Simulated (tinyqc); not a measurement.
Stretching the bonds: Weaire-Thorpe hybrids on a Bethe lattice: gap and dangling bond of an amorphous tetrahedral solid.

Parameters, chosen for this exercise (out of a larger set: of the size of tabulated hybrid energies for amorphous silicon; not measured data): V1 = 1.76 eV (coupling of two hybrids on one atom); V2 = 4.4 eV (coupling of the two hybrids of a bond).

V2 is scaled as (d0/d)^2 and V1 stays. Bound 2 V2 - 4 V1; tree V2 - 2 V1 + sqrt(V2^2 + 4 V1^2 - 2 sqrt3 V1 V2); a negative bound means that a network with rings may have no gap.

Against d/d0:
```
d/d0  V2 (eV)  V2/V1  bound (eV)  tree (eV)
0.96    4.774  2.713       2.509      3.719
0.98    4.581  2.603       2.123      3.395
1.00    4.400  2.500       1.760      3.099
1.02    4.229  2.403       1.418      2.829
1.04    4.068  2.311       1.096      2.582
1.07    3.843  2.184       0.646      2.254
1.10    3.636  2.066       0.233      1.972
1.15    3.327  1.890      -0.386      1.589
```

What can be read from this table?

The bound falls by 176 meV for each per cent of stretch near d0 and vanishes at d/d0 = 1.118, inside the table. Weak, stretched bonds therefore put states closest to the edges, one origin of band tails.

Program tinyqc; command `OMP_NUM_THREADS=1 python tinyqc.py 1482329 1482330 out.jsonl`; about 0.04 s on one thread of a shared Intel(R) Xeon(R) Processor @ 2.30GHz.
